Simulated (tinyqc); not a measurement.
Ellipsometry and reflectance of a transparent film on an absorbing substrate: one step of the calculation.

Air (index 1), film, substrate with N2 = n2 - i k2; time factor exp(+i w t). q_j = sqrt(N_j^2 - sin^2 th), root with positive real part. Fresnel coefficients r_s = (q_a - q_b)/(q_a + q_b), r_p = (N_b^2 q_a - N_a^2 q_b)/(N_b^2 q_a + N_a^2 q_b). tan(Psi) exp(i Delta) = R_p/R_s, Delta taken from 0 to 360 degrees.

Problem. Interface coefficients and thickness period. q0, q1, q2 and the coefficients r01 and r12 for p and s; the results repeat in d with the period lam/(2 q1).

Parameters, values chosen for the exercise; indices close to those of titanium dioxide on silicon: wavelength lam = 546.1 nm; angle of incidence th = 70 degrees; index of the transparent film n1 = 2.406; index of the substrate n2 = 4.086; extinction coefficient of the substrate k2 = 0.031.

Wanted: q0; q1; q2; r01,p; r01,s; r12,p; r12,s; period.

Solution.

q0 = 0.3420
q1 = 2.215
q2 = 3.976-0.032i
r01,p = -0.05602
r01,s = -0.7325
r12,p = 0.2327-0.0034i
r12,s = -0.2845+0.0037i
period = 123.3 nm

Computed by the program tinyqc: `OMP_NUM_THREADS=1 python tinyqc.py 2870131 2870132 out.jsonl`, one thread of a shared Intel Xeon 2.30GHz, about 0.01 s for the whole run.
